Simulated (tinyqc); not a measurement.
p-n diode, drift-diffusion by the Gummel loop with Scharfetter-Gummel fluxes: one step of the calculation.

Abrupt junction at x = 0, p side from -Lp, n side to Ln, ohmic contacts. psi is counted from the intrinsic level; n = ni exp((psi - phin)/Vt), p = ni exp((phip - psi)/Vt). Contacts: p side psi = V - Vt ln(Na/ni), p = Na, n = ni^2/Na; n side psi = Vt ln(Nd/ni), n = Nd, p = ni^2/Nd. Constant mobilities, D = mu Vt, Boltzmann statistics, SRH recombination through a mid-gap level, U = (n p - ni^2)/(tp (n + ni) + tn (p + ni)). Current is positive from the p contact to the n contact.

Task. Poisson equation. With phin and phip held, solve a_i (psi_(i+1) - psi_i) - a_(i-1) (psi_i - psi_(i-1)) + q w_i (p_i - n_i + C_i) = 0 for the inner nodes by Newton steps to convergence; a_i = eps0 eps_r/h_i, h_i = x_(i+1) - x_i, w_i = (h_(i-1) + h_i)/2, C = -Na or +Nd.

Inputs (values chosen for the exercise); band and dielectric values close to those of silicon:
```
symbol,value,unit,meaning
T,275,K,temperature
eps_r,11.7,,relative permittivity
Na,8.3e17,cm^-3,acceptor density of the p side
Nd,1.8e17,cm^-3,donor density of the n side
V,0.62,V,bias of the p contact
```

Constants: q = 1.602176634e-19 C, kB = 1.380649e-23 J/K, Vt = kB T/q, eps0 = 8.8541878128e-14 F/cm where lengths are in cm. Results are converted to the units shown.

```
node	x (nm)	phin at the start (V)	phip at the start (V)
0	-1000	0.62	0.62
1	-526	0	0.62
2	-272	0	0.62
3	-137	0	0.62
4	-64.7	0	0.62
5	-26.1	0	0.62
6	-5.5	0	0.62
7	5.5	0	0.62
8	30.3	0	0.62
9	86.4	0	0.62
10	213	0	0.62
11	499	0	0.62
12	1140	0	0.62
13	2600	0	0
```

ni = 1.3146853e9 cm^-3

Wanted: psi; n after Poisson; p after Poisson.

Result.

```
node	psi (V)	n after Poisson (cm^-3)	p after Poisson (cm^-3)
0	0.13981	2.0824	8.3000e17
1	0.13981	4.7971e11	8.3000e17
2	0.13981	4.7971e11	8.3000e17
3	0.13981	4.7971e11	8.3000e17
4	0.13981	4.7979e11	8.2985e17
5	0.14029	4.8970e11	8.1306e17
6	0.15653	9.7152e11	4.0983e17
7	0.27814	1.6449e14	2.4205e15
8	0.42719	8.8642e16	4.4917e12
9	0.44370	1.7793e17	2.2377e12
10	0.44397	1.8000e17	2.2120e12
11	0.44397	1.8000e17	2.2119e12
12	0.44397	1.8000e17	2.2119e12
13	0.44397	1.8000e17	9.6022
```

Computed by the program tinyqc: `OMP_NUM_THREADS=1 python tinyqc.py 2240071 2240072 out.jsonl`, one thread of a shared Intel Xeon 2.30GHz, about 0.2 s for the whole run.
